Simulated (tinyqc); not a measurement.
# Gap voltage and exponent from three temperatures

Inverse problem. At constant current VBE(T) = Vg0 - a T - eta (kB T/q) ln T, where a is a constant. Find Vg0, eta and dVBE/dT at the middle temperature.

Constants: q = 1.602176634e-19 C, kB = 1.380649e-23 J/K. Results are converted to the units shown.

T (K): 253  300  360
VBE at a constant current (V): 0.8233756321  0.7375307379  0.6243782818

Answer. The relation is linear in Vg0, a and eta, so three points give a linear system; the slope is (VBE - Vg0 - eta kB T/q)/T. eta rests on the curvature of VBE(T) alone, so real fits need accuracy of some tens of microvolts or better.

Vg0 = 1.19 V
eta = 3.90
dVBE/dT = -1.85 mV/K

Numbers from tinyqc (`OMP_NUM_THREADS=1 python tinyqc.py 2062143 2062144 out.jsonl`; about 0.02 s on one thread of a shared Intel Xeon 2.30GHz).
